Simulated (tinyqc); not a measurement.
Worked calculation: lattice vibrations of a chain. One step of it, computed by the program tinyqc.

Problem. Dynamical matrix at q = 0.44. q is in units of 2 pi/a. A spring k from atom i to atom j, n cells on, adds k to Phi_ii and Phi_jj, -k exp(2 pi i q n) to Phi_ij and the conjugate to Phi_ji (for one atom a cell: 2k (1 - cos 2 pi q n)); D_ij = Phi_ij / sqrt(m_i m_j).

A chain moving along its axis:
```
atom   mass (u)  spring to the next atom (eV/angstrom^2)
1     29.700000                                28.400000
2     21.400000                                 8.000000
3      6.100000                                19.200000
```

Give: D(q).

Solution.

D(q) (eV/(angstrom^2 u)):
```
                1        2               3
1          1.6027  -1.1265  1.3263+0.5251i
2         -1.1265   1.7009         -0.7002
3  1.3263-0.5251i  -0.7002          4.4590
```
